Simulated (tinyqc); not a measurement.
Out-diffusion of a doped substrate or buried layer into a growing epitaxial film: one step, computed by the program tinyqc.

x is counted from the original substrate surface into the film, whose surface moves as x = v t. Substrate dopant has one diffusivity; the dopant of the film is taken as uniform.

Task: Moving boundary against the simple erfc. For a surface that grows from dopant-free material and loses none by evaporation, with u = x/l and s = G - u: C/C_s = (1/2) [erfc(u) + (1 + 4 G (G + s)) exp(4 G s) erfc(G + s) - (4G/sqrt(pi)) exp(-u^2)]; for large G it tends to (1/2) erfc(u). Early in the growth G = sqrt(v x_s/(4 D)) for the thickness x_s reached so far; rows give C at the interface (u = 0) and at the surface (u = G).

Inputs (values chosen for the exercise, modelled on boron in silicon): substrate concentration C_s = 1e+18 1/cm^3; growth rate v = 0.4 um/min; growth temperature T = 1025 C.

Film doping: same type as the substrate.

diffusivity D = 3.180625e-14 cm^2/s

Give: The first stage of growth.

Result:

The first stage of growth:
```
G     C/C_s at the interface  C at the surface (1/cm^3)  simple erfc there (1/cm^3)  ratio  thickness x_s (nm)
0.10                  0.8240                  7.936e+17                   4.438e+17  1.788           1.908e-02
0.25                  0.6797                  5.491e+17                   3.618e+17  1.518           1.193e-01
0.50                  0.5772                  2.799e+17                   2.398e+17  1.167           4.771e-01
0.75                  0.5381                  1.316e+17                   1.444e+17  0.911           1.073e+00
1.00                  0.5209                  5.679e+16                   7.865e+16  0.722           1.908e+00
1.50                  0.5079                  8.026e+15                   1.695e+16  0.474           4.294e+00
2.00                  0.5037                  7.656e+14                   2.339e+15  0.327           7.633e+00
2.50                  0.5020                  4.814e+13                   2.035e+14  0.237           1.193e+01
3.00                  0.5012                  1.960e+12                   1.105e+13  0.177           1.718e+01
```

Caution: rows with a thickness or a length l = x_s/G below about 1 nm are formal for a continuum model.
